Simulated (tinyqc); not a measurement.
# Square on-chip spiral inductor, lumped pi model: effect of the metal thickness

Outer diameter do = di + 2 n wd + 2 (n - 1) sp, mean da = (do + di)/2, fill p = (do - di)/(do + di), length l = 4 n da. L = 2.34 mu0 n^2 da/(1 + 2.75 p), mu0 = 4 pi 1e-7 H/m. Rs = rho l/(wd delta (1 - exp(-th/delta))), delta = sqrt(rho/(pi f mu0)). Cs = n wd^2 eps0 eo/hu across the coil. At each end Cox = l wd eps0 eo/(2 ho) leads to the substrate branch Rsi = 2 rs he/(l wd) in parallel with Csi = l wd eps0 11.7/(2 he). With one end grounded Y = 1/(Rs + i w L) + i w Cs + 1/[1/(i w Cox) + 1/(1/Rsi + i w Csi)], w = 2 pi f; Q = -Im Y/Re Y. Eddy currents in neighbouring turns and in the substrate are left out.

Peak Q and its frequency from a search over f; self-resonance where Im Y = 0; Q at the given f (negative beyond resonance).

Values chosen for this exercise; values of the order met in silicon radio-frequency processes: number of turns n = 6.5; line width wd = 4 um; space between turns sp = 2 um; inner diameter di = 140 um; metal resistivity rho = 2.2 uohm cm; oxide below the coil ho = 6.8 um; oxide between coil and underpass hu = 1.4 um; relative permittivity of the oxide eo = 3; substrate resistivity rs = 20 ohm cm; effective spreading depth in the substrate he = 50 um; frequency f = 4.1 GHz.

Constants: eps0 = 8.8541878128e-12 F/m. Results are converted to the units shown.

The same in every row: L (nH) = 13.96; do (um) = 214.0.

Results:

| th (um) | peak Q | f of the peak (GHz) | self-resonance (GHz) | Q at f |
|---|---|---|---|---|
| 0.5 | 3.013 | 3.278 | 10.68 | 2.889 |
| 0.9 | 4.290 | 2.748 | 10.70 | 3.754 |
| 1.5 | 5.572 | 2.372 | 10.70 | 4.361 |
| 2 | 6.308 | 2.195 | 10.71 | 4.613 |
| 3 | 7.259 | 1.986 | 10.71 | 4.848 |
| 6 | 8.306 | 1.741 | 10.71 | 4.990 |
| 9 | 8.520 | 1.669 | 10.71 | 5.000 |

Estimate the missing row, th = 4 um.

Computed row:

| th (um) | peak Q | f of the peak (GHz) | self-resonance (GHz) | Q at f |
|---|---|---|---|---|
| 4 | 7.802 | 1.867 | 10.71 | 4.938 |

With this row back in the table: As th goes from 0.5 to 9, L stays at 14.0 nH, the peak Q rises from 3.01 to 8.52, its frequency falls from 3.28 to 1.67 GHz and the self-resonance stays near 10.7 GHz. Once th exceeds a few skin depths Rs no longer falls.

Numbers from tinyqc (`OMP_NUM_THREADS=1 python tinyqc.py 2302035 2302036 out.jsonl`; about 0.01 s on one thread of a shared Intel Xeon 2.30GHz).
